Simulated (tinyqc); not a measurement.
## Cell size and critical density at another thickness

Inverse problem. In the cell model of oxide breakdown (cubic cells of edge a, defect density growing as t^al) the Weibull slope is beta = al tox/a, and for small l the critical density is N_bd = a^(-3) (A/a^2)^(-a/tox). Find a from the slope, and then the area A and the slope at 10.5 nm.

Inputs (values chosen for the exercise): exponent of defect growth al = 0.53.

Weibull slope at a thickness of 9 nm = 3.18
N_bd there, small-l form = 2.0419891e19 cm^-3

Solution. a = al tox/beta, and A = a^2 (a^3 N_bd)^(-tox/a).

a = 1.500 nm
A = 21.00 um^2
slope = 3.710

Numbers from tinyqc (`OMP_NUM_THREADS=1 python tinyqc.py 2070071 2070072 out.jsonl`; about 0.01 s on one thread of a shared Intel Xeon 2.30GHz).
